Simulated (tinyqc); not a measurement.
Etch lag against aspect ratio: ion-assisted plasma etching: sheath, surface coverage, synergy and aspect-ratio dependence. Computed by tinyqc, a small Python program. Command: `OMP_NUM_THREADS=1 python tinyqc.py 3004812 3004813 out.jsonl etch walk`. One thread of a shared host (Intel(R) Xeon(R) Processor @ 2.30GHz), about 0.05 s of CPU time with the checks.

Radicals adsorb on bare sites; ions remove covered sites with a high yield and bare sites by sputtering; a slow spontaneous reaction acts everywhere, walls included.

Inputs (values chosen for the exercise, close to those used for silicon in a halogen plasma):

| quantity | value | unit |
|---|---|---|
| plasma density n_e | 3.6e+11 | 1/cm^3 |
| electron temperature T_e | 4.7 | eV |
| ion mass M_i | 80 | u |
| sheath voltage V | 340 | V |
| radical density n | 3.7e+13 | 1/cm^3 |
| radical mass M_n | 80 | u |
| gas temperature T_g | 300 | K |
| sticking coefficient s | 0.76 | - |
| radicals per removed unit x | 4 | - |
| yield slope b | 0.2 | eV^(-1/2) |
| threshold E_th | 5.9 | eV |
| sputter slope b_p | 0.018 | eV^(-1/2) |
| sputter threshold E_p | 33 | eV |
| spontaneous reaction probability k_c | 0.0005 | - |
| solid density N | 5e+22 | 1/cm^3 |
| ion temperature T_i | 0.65 | eV |

Feature: long trench.

Constants: e = 1.602176634e-19 C; u = 1.6605390666e-27 kg; k_B = 1.380649e-23 J/K; eps_0 = 8.8541878128e-12 F/m.

Method:
- Bohm speed u_B = sqrt(e T_e/M_i); ion flux G_i = 0.61 n_e u_B; radical flux G_n = n c/4 with c = sqrt(8 k_B T_g/(pi M_n)).
- Debye length lambda_D = sqrt(eps_0 T_e/(e n_s)) with n_s = 0.61 n_e, T_e in volts; Child-law sheath d = (sqrt2/3) lambda_D (2 V/T_e)^(3/4); ion energy E = V + T_e/2; angular spread = arctan(sqrt(T_i/E)).
- Yields: Y = b (sqrt(E) - sqrt(E_th)) on covered sites, Y_p = b_p (sqrt(E) - sqrt(E_p)) on bare ones (zero below threshold).
- Steady coverage: s G_n (1 - theta) = x Y G_i theta; removal flux = Y G_i theta + Y_p G_i (1 - theta) + k_c G_n; rate = flux/N, 1 cm/s = 6e8 nm/min.
- Lateral rate = k_c G_n/N; anisotropy = 1 - lateral/vertical; synergy = vertical/(ions alone + radicals alone), with ions alone Y_p G_i/N and radicals alone the lateral rate.
- Transmission of a long trench, rough form: K = (1 + ln(1 + A))/(1 + A + ln(1 + A)), walls that scatter diffusely without loss. With a loss probability S = s (1 - theta) at the floor, G_b/G_n = K/(K + S - K S); theta follows G_b, and the two are solved together. Ions are taken to reach the floor unshadowed; G_b replaces G_n in every term of the rate; A is depth over width.

yield Y = 3.21474

sputter yield Y_p = 0.229647

ion flux G_i = 5.22838e+16 1/(cm^2 s)

radical flux G_n = 2.60642e+17 1/(cm^2 s)

vertical rate = 571.875 nm/min

coverage theta = 0.227582

Floor of the feature:

| A | K | G_b/G_n | theta | rate (nm/min) | relative rate |
|---|---|---|---|---|---|
| 0.5 | 0.73760 | 0.82122 | 0.19482 | 510.24 | 0.89222 |
| 1.0 | 0.62869 | 0.73025 | 0.17706 | 476.84 | 0.83381 |
| 2.0 | 0.51203 | 0.62020 | 0.15450 | 434.41 | 0.75962 |
| 5.0 | 0.35830 | 0.45446 | 0.11809 | 365.96 | 0.63992 |
| 10.0 | 0.25361 | 0.32906 | 0.08838 | 310.13 | 0.54229 |
| 20.0 | 0.16821 | 0.22082 | 0.06109 | 258.83 | 0.45261 |
| 50.0 | 0.08978 | 0.11841 | 0.03371 | 207.40 | 0.36267 |
| 100.0 | 0.05317 | 0.07012 | 0.02024 | 182.10 | 0.31843 |

K falls by a factor 13.9 over the rows and the rate by 2.80. The rate is more than 10 % down already in the first row, with an open-field coverage below one half; sputtering, which needs no radicals, carries much of the rate in the last rows. Caution: rows with A above about 1/(2 tan(ion spread)) or 1/sqrt(k_c), often 10 to 30, are formal: ion shadowing, radical loss on the walls, redeposition of sputtered material and, in fluorocarbon plasmas, polymer growth are left out and add to the lag.
